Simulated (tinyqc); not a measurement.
# Ballistic Schottky-barrier transistor with a one-dimensional channel, WKB contacts: effects of single changes

Source Fermi level 0, drain Fermi level -Vd. Far from the contacts Ec = pn - psi, and the gate moves psi one to one; the band edges relax as exp(-x/lam) from pn at the source and pn - Vd at the drain; Ev = Ec - Eg. A carrier of energy w inside the channel band meets at a contact a barrier of height D (the contact edge beyond the channel edge): T = 1 for w >= D, else exp(-S), S = 4 lam sqrt(m/C) [sqrt(D - w) - sqrt(w) arctan sqrt((D - w)/w)], C = hbar^2/(2 m0). The two contacts combine as Ts Td/(Ts + Td - Ts Td).

Inputs (values chosen for the exercise); channel values close to those of a germanium nanowire:
```
symbol,value,unit,meaning
T,350,K,temperature
Eg,0.66,eV,band gap
pn,0.59,eV,barrier for electrons at both contacts
mn,0.12,m0,electron mass
mp,0.15,m0,hole mass
g,2,,valleys or subbands
lam,1.6,nm,screening length at the contacts
Vd,0.5,V,drain bias
```

Constants: q = 1.602176634e-19 C, kB = 1.380649e-23 J/K, hbar = 1.054571817e-34 J s, h = 6.62607015e-34 J s, m0 = 9.1093837015e-31 kg, Vt = kB T/q, hbar^2/(2 m0) = 0.0380998212 eV nm^2. Results are converted to the units shown.

Each table varies one quantity; the others keep the values above.

## Ambipolar transfer curve

I = g (2 q^2/h) int T(w) [f(Es + w) - f(Ed + w)] dw, f(y) = 1/(1 + exp(y/Vt)). Electrons: Ds = psi, Dd = psi - Vd, Es = Ec, Ed = Ec + Vd. Holes: Ds = -psi, Dd = Vd - psi, Es = -Ev, Ed = -Ev - Vd. The size of each current is taken; both flow from drain to source and add. The integrals are converged. Swing = d(psi)/d(log10 I).

Ambipolar transfer curve:

| ps (V) | electrons (uA) | holes (uA) | I (uA) | swing (mV/decade) |
|---|---|---|---|---|
| -0.06 | 2.042e-9 | 20.87 | 20.87 | -1283 |
| 0.03 | 3.095e-8 | 17.43 | 17.43 | -1027 |
| 0.11 | 1.731e-7 | 14.25 | 14.25 | -812.8 |
| 0.19 | 1.029e-6 | 10.97 | 10.97 | -608.8 |
| 0.27 | 6.684e-6 | 7.629 | 7.629 | -419.9 |
| 0.36 | 5.992e-5 | 3.972 | 3.972 | -240.1 |
| 0.44 | 4.470e-4 | 1.429 | 1.430 | -142.0 |
| 0.52 | 0.003439 | 0.2307 | 0.2341 | -73.09 |
| 0.6 | 0.02379 | 0.01663 | 0.04043 | -3421 |
| 0.69 | 0.1222 | 8.429e-4 | 0.1230 | 161.9 |
| 0.77 | 0.3232 | 5.941e-5 | 0.3233 | 226.9 |
| 0.85 | 0.6498 | 4.187e-6 | 0.6498 | 306.3 |

Read the table: what changes, and by how much?

I goes from 20.9 through a minimum of 0.0404 (at ps = 0.6 V among the rows listed) to 0.650 uA; the exact minimum lies at psi = 0.601 V. Holes carry the left branch and electrons the right. The ratio of the last row to the smallest is 16.1 and of the first row 516, with barriers of 0.59 eV for electrons and 0.0700 eV for holes. The steepest swing among the rows is 73.1 mV/decade, against the thermionic limit 69.4.

## Barrier height from the temperature dependence

Same model as above.

The apparent barrier is -d ln(I_e/T^1)/d(q/kB T), taken between T - 10 K and T + 10 K for the electron current.

Barrier height from the temperature dependence:

| ps (V) | electrons (uA) | Ec (eV) | apparent barrier (eV) |
|---|---|---|---|
| -0.25 | 3.75e-12 | 0.840 | 0.840 |
| -0.18 | 3.82e-11 | 0.770 | 0.770 |
| -0.11 | 3.89e-10 | 0.700 | 0.700 |
| -0.04 | 3.96e-9 | 0.630 | 0.630 |
| 0 | 1.49e-8 | 0.590 | 0.590 |
| 0.1 | 1.39e-7 | 0.490 | 0.513 |
| 0.17 | 6.53e-7 | 0.420 | 0.453 |
| 0.24 | 3.28e-6 | 0.350 | 0.390 |
| 0.31 | 1.75e-5 | 0.280 | 0.324 |
| 0.38 | 9.86e-5 | 0.210 | 0.258 |
| 0.45 | 5.76e-4 | 0.140 | 0.190 |

What does the table show?

For psi < 0 the channel edge is the highest point, and the apparent barrier follows Ec one to one (0.840 eV against 0.840). At flat band it is 0.590 eV (psi = 0 V), near pn = 0.59 eV. Beyond, the top stays at pn but tunnelling lowers the apparent value to 0.190 eV in the last row, so only the point where the line bends gives the true barrier.

Range of the model: No scattering, image-force lowering, channel charge or band-to-band tunnelling; parabolic kappa overstates S deep in the gap.

Numbers from tinyqc (`OMP_NUM_THREADS=1 python tinyqc.py 2390039 2390040 out.jsonl`; about 0.04 s on one thread of a shared Intel Xeon 2.30GHz).
